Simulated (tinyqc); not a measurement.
Defects against doping: deep level with several charge states.

Energies from Ev. The defect has charge states 0, -1, -2 with weights 1, gm exp((EF - E1)/kT), exp((2 EF - E1 - E2)/kT); the shares are the weights over their sum. Boltzmann carriers: n = Nc exp((EF - Eg)/kT), p = Nv exp(-EF/kT). Neutrality: p - n + Nd + Nt <q> = 0.

Constants: kB = 8.617333262e-05 eV/K.

Inputs chosen for the exercise (gap and densities of states near those of SiC at this temperature; not measured data): Eg = 3.144 eV (gap); Nc = 3.38e+19 1/cm^3 (conduction-band density of states); Nv = 5.66e+19 1/cm^3 (valence-band density of states); T = 450 K; E1 = 1.364 eV (level (0/-1) above Ev); E2 = 2.342 eV (level (-1/-2) above Ev); gm = 1 (degeneracy of the middle state, the others 1); Nd = 1.4e+17 1/cm^3 (ionised shallow donors minus acceptors).

Nt takes the listed multiples of |Nd|; the resistivity uses mobilities of 1000 (electrons) and 300 (holes) cm^2/(V s), chosen for the exercise, and e = 1.602176634e-19 C.

Neutral state:
```
Nt/|Nd|  EF (eV)  n (1/cm^3)  p (1/cm^3)  rho (ohm cm)
0.01      2.9305    1.37e+17    8.57e-14        0.0455
0.10      2.9226    1.12e+17    1.05e-13        0.0557
0.30      2.8957    5.60e+16    2.10e-13         0.111
0.60      2.3689    7.05e+10    1.67e-07      8.86e+04
0.90      2.2614    4.40e+09    2.67e-06      1.42e+06
1.10      1.4533        3.92    3.00e+03      6.91e+12
1.50      1.3909       0.785    1.50e+04      1.39e+12
3.00      1.3371       0.196    5.99e+04      3.47e+11
10.00     1.2788      0.0436    2.70e+05      7.71e+10
```

What can be read from this table?

EF goes from 2.930 to 1.279 eV and the resistivity from 0.0455 to 7.71e+10 ohm cm, with a largest value of 6.91e+12. The largest move of EF, -0.808 eV, comes between Nt/|Nd| = 0.9 and 1.1; the levels lie at 1.364 and 2.342 eV. A defect can take up to two electrons, so EF leaves the neighbourhood of the band edge near Nt = Nd/2 and drops from the upper towards the lower level near Nt = Nd. The type changes along the table.

Run: tinyqc, `OMP_NUM_THREADS=1 python tinyqc.py 1652710 1652711 out.jsonl`; Intel(R) Xeon(R) Processor @ 2.30GHz, one thread, shared host; about 0.01 s of CPU time with all checks.
